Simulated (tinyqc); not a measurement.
Inside a calculation. Model: hydrogen passivation and dissociation of interface defects with a spread of activation energies. Computed by tinyqc, a small Python program that keeps every step. Command: `OMP_NUM_THREADS=1 python tinyqc.py 3021514 3021515 out.jsonl passivation walk`. One thread of a shared host (Intel(R) Xeon(R) Processor @ 2.30GHz), about 0.01 s of CPU time with the checks. Intermediate numbers are printed to about 6 digits and carried at full precision; extremes and crossings named in words are read from the listed rows.

Active defects P react as P + H2 -> HP + H and HP -> P + H; released atomic hydrogen is removed. All defects start active. Activation energies are normally distributed, independently for the two reactions.

Inputs (values chosen for the exercise, for a model interface): defect density N_0 = 3.1e+12 cm^-2; mean passivation energy E_f = 1.61 eV; spread s_f = 0.054 eV; prefactor k_f0 = 1.1e-08 cm^3/s; mean dissociation energy E_d = 2.68 eV; spread s_d = 0.093 eV; prefactor k_d0 = 6e+12 1/s; dissolved hydrogen [H2] = 1.8e+18 cm^-3; anneal temperature T = 1010 K; anneal time t = 740 s.

Ambient: hydrogen.

Constants: k_B = 8.617333262e-05 eV/K.

## Sites at the mean energies

a = k_f0 [H2] exp(-E_f/k_B T), b = k_d0 exp(-E_d/k_B T); the active share of one kind of site is b/(a + b) + (a/(a + b)) exp(-(a + b) t).

passivation rate a = 183.214 1/s

dissociation rate b = 0.254258 1/s

active share, single energy = 0.00138584

steady active share, single energy = 0.00138584

## A five-point average

Gauss-Hermite nodes for a unit normal variable, z = 0, +/-1.355626, +/-2.856970 with weights 0.533333, 0.222076, 0.011257; E_f + s_f z is varied at the mean E_d.

Nodes:
```
z            weight  energy (eV)  rate (1/s)  active share
-2.856970  0.011257      1.45572     1078.40    0.00023572
-1.355626  0.222076      1.53680      424.85    0.00059810
0.000000   0.533333      1.61000      183.21    0.00138584
1.355626   0.222076      1.68320       79.01    0.00320773
2.856970   0.011257      1.76428       31.13    0.00810219
```

active share, five points = 0.00167816

## Average over the spread

Full average: z from -5 to 5 in steps of 0.125 with normalised weights exp(-z^2/2), energy = mean + spread x z, over both energies.

active share = 0.00293865

active defects = 9.10983e+09 cm^-2

The spread changes the active share from 0.00139 to 0.00294: sites that passivate slowly or dissociate easily weigh most in the average.

## Isochronal anneals

The formulas are those given above.

Same time, other temperatures:
```
T (K)      a (1/s)      b (1/s)  active share, single energy  active share, spread
450    1.84272e-08  5.80059e-18                  9.99986e-01           9.99964e-01
525    6.93978e-06  1.12534e-13                  9.94878e-01           9.89746e-01
600    5.93281e-04  1.84987e-10                  6.44663e-01           5.91184e-01
675    1.88739e-02  5.86631e-08                  3.96783e-06           9.05790e-03
750    3.00567e-01  5.87955e-06                  1.95611e-05           7.80777e-05
825    2.89375e+00  2.54981e-04                  8.81066e-05           2.75885e-04
900    1.91013e+01  5.89945e-03                  3.08756e-04           8.03366e-04
975    9.43126e+01  8.41826e-02                  8.91795e-04           2.00468e-03
1050   3.70685e+02  8.21708e-01                  2.21182e-03           4.41434e-03
1125   1.21390e+03  5.91943e+00                  4.85271e-03           8.76659e-03
```

The active share is lowest, 7.81e-5, at 750 K of those listed: below, passivation is too slow for this time, and above, dissociation competes. A single energy would promise 3.97e-6 (at 675 K), so among these rows the spread raises the floor by a factor 20.

## Isothermal kinetics

Times are decades about 1/(a + b) of the mean site. The last column is the part of the change still to come; rows stop once it is below 1e-5.

Against time:
```
t (s)     active share, single energy  active share, spread  unreacted part
5.00e-06                  9.99084e-01              0.998890        0.998887
5.00e-05                  9.90881e-01              0.988985        0.988953
5.00e-04                  9.12469e-01              0.897356        0.897054
5.00e-03                  4.00411e-01              0.399725        0.397956
5.00e-02                  1.48946e-03              0.009488        0.006569
```

A single energy finishes within about two decades of time. With the spread the unreacted part is 0.99 at 5e-5 s and still 0.0066 at 0.05 s, where one energy leaves 1.0e-4: a width of s/k_B T = 0.62 in ln(rate) stretches the decay only mildly.

Checks made by the program: the average on a grid twice as fine (relative difference 4e-06).
